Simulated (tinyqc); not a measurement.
From results back to parameters: eight-band Kane k.p model. Five cases, with inputs chosen for the exercise.

Problem. In the Kane model 1/m = A_r + Ep (Eg + 2 Dso/3)/(Eg (Eg + Dso)) and the Roth formula gives g* = 2 - 2 Ep Dso/(3 Eg (Eg + Dso)). The mass and the g factor below were computed from hidden Ep and Dso.

Find: X; Y; Ep; Dso.

Method. Let X = 1/m - A_r and Y = (2 - g*)/2. Then X + Y = Ep/Eg and X - 2 Y = Ep/(Eg + Dso).

Case 1.

Values chosen (out of a larger set: near those of InAs; not measured data): Eg = 0.412 eV (gap at Gamma to the s-like level); A_r = 1 (remote-band term in 1/m).

m = 0.0229337 m0
g* = -14.24836

Solution.

X = 42.604
Y = 8.124
Ep = 20.90 eV
Dso = 0.381 eV

Case 2.

Values chosen (out of a larger set: near those of GaP; not measured data): Eg = 2.863 eV (gap at Gamma to the s-like level); A_r = 0 (remote-band term in 1/m).

m = 0.0920018 m0
g* = 1.80366

Solution.

X = 10.869
Y = 0.098
Ep = 31.40 eV
Dso = 0.079 eV

Case 3.

Values chosen (out of a larger set: near those of GaAs; not measured data): Eg = 1.58 eV (gap at Gamma to the s-like level); A_r = -0.6 (remote-band term in 1/m).

m = 0.0706734 m0
g* = 0.10680

Solution.

X = 14.750
Y = 0.947
Ep = 24.80 eV
Dso = 0.349 eV

Case 4.

Values chosen (out of a larger set: near those of GaSb; not measured data): Eg = 0.818 eV (gap at Gamma to the s-like level); A_r = 1 (remote-band term in 1/m).

m = 0.0347221 m0
g* = -8.65902

Solution.

X = 27.800
Y = 5.330
Ep = 27.10 eV
Dso = 0.763 eV

Case 5.

Values chosen (out of a larger set: near those of GaAs; not measured data): Eg = 1.512 eV (gap at Gamma to the s-like level); A_r = -0.6 (remote-band term in 1/m).

m = 0.0646252 m0
g* = -0.11158

Solution.

X = 16.074
Y = 1.056
Ep = 25.90 eV
Dso = 0.343 eV

Computed by tinyqc, one run a case: `OMP_NUM_THREADS=1 python tinyqc.py N N+1 out.jsonl` with N = 1081346, 1081357, 1081360, 1081387, 1081393; one thread of a shared Intel(R) Xeon(R) Processor @ 2.30GHz, about 0.02 s a run at most.
